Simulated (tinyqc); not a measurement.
## Bandgap voltage reference from two bipolar transistors: effect of the temperature coefficient of both resistors

Two transistors of area 1 and N carry the same current I. Is(T) = Is (T/T0)^eta exp[(Vg0 q/kB)(1/T0 - 1/T)], VBE1 = Vt ln(I/Is(T)) + I rb, VBE2 = Vt ln(I/(N Is(T))) + I rb/N. The amplifier forces I R1(T) = VBE1 - VBE2 + Vos, with R(T) = R (1 + tc (T - T0)) for both resistors, and the output is Vref = VBE1 + I R2(T). Base currents and the Early effect are neglected.

Vt = kB T/q; I = (Vt ln N + Vos)/(R1(T) - rb (1 - 1/N)). Box coefficient: span of Vref between 233 and 398 K over its average over T and over 165 K. The last column is the R2 that gives zero slope at T0.

Values chosen for this exercise; values of the order met in silicon bipolar transistors:

| symbol | value | unit | meaning |
|---|---|---|---|
| T0 | 298 | K | reference temperature |
| Vg0 | 1.143 | V | band-gap voltage extrapolated to 0 K |
| eta | 3.4 |  | temperature exponent of the saturation current |
| Is | 1e-16 | A | saturation current of the unit transistor at T0 |
| N | 8 |  | area ratio of the second transistor |
| R1 | 6.1 | kohm | resistor across which the difference of VBE falls, at T0 |
| Vos | 0 | mV | offset of the amplifier |
| rb | 0 | ohm | series resistance of the unit transistor |
| R2 | 63.15 | kohm | output resistor at T0 |

Constants: q = 1.602176634e-19 C, kB = 1.380649e-23 J/K. Results are converted to the units shown.

Effect of the temperature coefficient of both resistors:
```
tc (ppm/K),I at T0 (uA),Vref at T0 (V),slope at T0 (uV/K),box coefficient (ppm/K),R2 for zero slope (kohm)
-2000,8.754,1.200,35.22,29.76,61.95
-1000,8.754,1.200,9.543,9.585,62.83
0,8.754,1.200,-16.14,24.94,63.70
1000,8.754,1.200,-41.82,45.57,64.57
2000,8.754,1.200,-67.50,67.12,65.45
3000,8.754,1.200,-93.18,88.94,66.32
```

What does the comparison show?

As tc goes from -2000 to 3000, Vref stays at 1.200 V and the box coefficient goes from 29.8 through a minimum of 9.58 (at tc = -1000 among the rows listed) to 88.9 ppm/K.

Computed by the program tinyqc: `OMP_NUM_THREADS=1 python tinyqc.py 2062092 2062093 out.jsonl`, one thread of a shared Intel Xeon 2.30GHz, about 0.02 s for the whole run.
